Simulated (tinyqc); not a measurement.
Diffused layer (complementary error function), carriers, mobility and sheet resistance: two steps of the calculation.

An n-type layer from the surface x = 0 to the junction xj, N(x) = N0 erfc(x/Ld). Local neutrality (no depletion at surface or junction, no spilling of carriers), intrinsic carriers neglected, full ionisation of active dopants.

Parameters, values chosen for the exercise; values close to those of silicon in GaN over a p-type background:

| symbol | value | unit | meaning |
|---|---|---|---|
| T | 300 | K | temperature |
| Nb | 2e15 | cm^-3 | background doping of the opposite type |
| N0 | 2.7e19 | cm^-3 | peak chemical concentration |
| m1 | 54.8 | cm^2/(V s) | mobility limit at high doping |
| m2 | 990 | cm^2/(V s) | mobility limit at low doping, at 300 K |
| Nr | 1.95e17 | cm^-3 | reference doping of the mobility law |
| am | 0.722 |  | exponent of the mobility law |
| bt | 2 |  | temperature exponent of m2 |
| Ns | 1.02e20 | cm^-3 | solubility limit of active dopant |
| Ld | 76 | nm | diffusion length 2 sqrt(D t) |

Constants: q = 1.602176634e-19 C. Results are converted to the units shown.

Question 1. Junction depth and local values. erfc(xj/Ld) = Nb/N0; 11 equal steps from 0 to xj. Active dopant A = min(N, Ns); n = A - Nb; mobility mu = m1 + (m2 (T/300 K)^(-bt) - m1)/(1 + ((A + Nb)/Nr)^am).

Wanted: xj; x; N; A; n; mu.

Answer 1.

xj = 213.0 nm

```
point  x (nm)  N (cm^-3)  A (cm^-3)  n (1e19 cm^-3)  mu (cm^2/(V s))
0         0.0   2.700e19   2.700e19           2.700            80.66
1        19.4   1.940e19   1.940e19           1.940            87.39
2        38.7   1.272e19   1.272e19           1.272            98.45
3        58.1   7.555e18   7.555e18           0.755            117.1
4        77.4   4.039e18   4.039e18           0.404            149.1
5        96.8   1.935e18   1.935e18           0.193            204.5
6       116.2   8.277e17   8.277e17           0.083            298.0
7       135.5   3.153e17   3.153e17           0.031            441.1
8       154.9   1.067e17   1.067e17           0.010            619.6
9       174.2   3.201e16   3.201e16           0.003            783.5
10      193.6   8.508e15   8.508e15           0.001            888.8
11      213.0   2.000e15   2.000e15           0.000            936.7
```

The mobility runs from 80.7 to 937 cm^2/(V s).

Question 2. Sheet quantities by the trapezoid rule. Dose = integral of N, carrier sheet density = integral of n, 1/Rs = q integral of n mu, mean mobility 1/(q Rs sheet density), Hall mobility (unit Hall factor) = integral of n mu^2 over integral of n mu, Hall sheet density = (integral of n mu)^2/integral of n mu^2; all from 0 to xj.

```
point     x (nm)     N (cm^-3)  n (1e19 cm^-3)  mu (cm^2/(V s))
0        0.00000        2.7e19       2.6998000        80.662021
1       19.36015  1.9403723e19       1.9401723        87.385324
2       38.72030  1.2722696e19       1.2720696        98.451055
3       58.08045  7.5546426e18       0.7552643        117.06359
4       77.44059  4.0386320e18       0.4036632        149.05730
5       96.80074  1.9348064e18       0.1932806        204.51538
6      116.16089  8.2766863e17       0.0825669        298.04075
7      135.52104  3.1525445e17       0.0313254        441.07762
8      154.88119  1.0667942e17       0.0104679        619.64271
9      174.24134  3.2014167e16       0.0030014        783.46957
10     193.60149  8.5079706e15       0.0006508        888.77565
11     212.96163          2e15       0.0000000        936.70296
```

Wanted: dose; carrier sheet density; Rs; mean mobility; Hall mobility; Hall sheet density.

Answer 2.

dose = 1.1702e14 cm^-2
carrier sheet density = 1.1698e14 cm^-2
Rs = 504.03 ohm/square
mean mobility = 105.86 cm^2/(V s)
Hall mobility = 129.98 cm^2/(V s)
Hall sheet density = 9.5272e13 cm^-2

Carriers make up 100 % of the dose. A Hall measurement weights the mobile tail, so its sheet density is 19 % below the true one.

Numbers from tinyqc (`OMP_NUM_THREADS=1 python tinyqc.py 2110113 2110114 out.jsonl`; about 0.01 s on one thread of a shared Intel Xeon 2.30GHz).
